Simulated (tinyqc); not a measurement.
Ideality, resistance and saturation current from three points.

Inverse problem. Well above I0 a diode obeys V = n Vt ln(I/I0) + Rs I. Find n, Rs and I0.

Parameters, values chosen for the exercise:
- T = 400 K (temperature)

Constants: q = 1.602176634e-19 C, kB = 1.380649e-23 J/K, Vt = kB T/q. Results are converted to the units shown.

I (A): 0.0003  0.0023  0.018
V (V): 0.15166787  0.26851563  0.61910048

Answer. The equation is linear in a = n Vt, Rs and c = -a ln I0; three points give a 3 x 3 system.

n = 1.180
Rs = 17.00 ohm
I0 = 8.169e-6 A

Numbers from tinyqc (`OMP_NUM_THREADS=1 python tinyqc.py 2640112 2640113 out.jsonl`; about 0.01 s on one thread of a shared Intel Xeon 2.30GHz).
